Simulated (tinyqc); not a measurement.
# Ellipsometry and reflectance of a transparent film on an absorbing substrate, step by step

Computed by the program tinyqc: `OMP_NUM_THREADS=1 python tinyqc.py 2870156 2870157 out.jsonl`, one thread of a shared Intel Xeon 2.30GHz, about 0.4 s for the whole run. Printed values are rounded.

Air (index 1), film, substrate with N2 = n2 - i k2; time factor exp(+i w t). q_j = sqrt(N_j^2 - sin^2 th), root with positive real part. Fresnel coefficients r_s = (q_a - q_b)/(q_a + q_b), r_p = (N_b^2 q_a - N_a^2 q_b)/(N_b^2 q_a + N_a^2 q_b). tan(Psi) exp(i Delta) = R_p/R_s, Delta taken from 0 to 360 degrees.

Inputs (values chosen for the exercise); indices close to those of silicon dioxide on silicon: wavelength lam = 546.1 nm; angle of incidence th = 75 degrees; index of the transparent film n1 = 1.469; film thickness d = 28 nm; index of the substrate n2 = 4.086; extinction coefficient of the substrate k2 = 0.031.

## Interface coefficients and thickness period

q0, q1, q2 and the coefficients r01 and r12 for p and s; the results repeat in d with the period lam/(2 q1).

q0 = 0.258819
q1 = 1.10677
q2 = 3.97019-0.03190i
r01,p = -0.329222
r01,s = -0.620943
r12,p = 0.366452-0.003090i
r12,s = -0.564019+0.002740i
period = 246.708 nm

## Psi, Delta and reflectances

beta = 2 pi d q1/lam, X = exp(-2 i beta), R = (r01 + r12 X)/(1 + r01 r12 X) for p and s.

beta = 0.356553 rad
X = 0.756333-0.654187i
R_p = -0.082165-0.258976i
R_s = -0.852659+0.138154i
Psi = 17.4607 degrees
Delta = 81.6009 degrees
|R_p|^2 = 0.0738194
|R_s|^2 = 0.746114

The bare substrate gives Psi = 2.771 and Delta = 175.25 degrees.
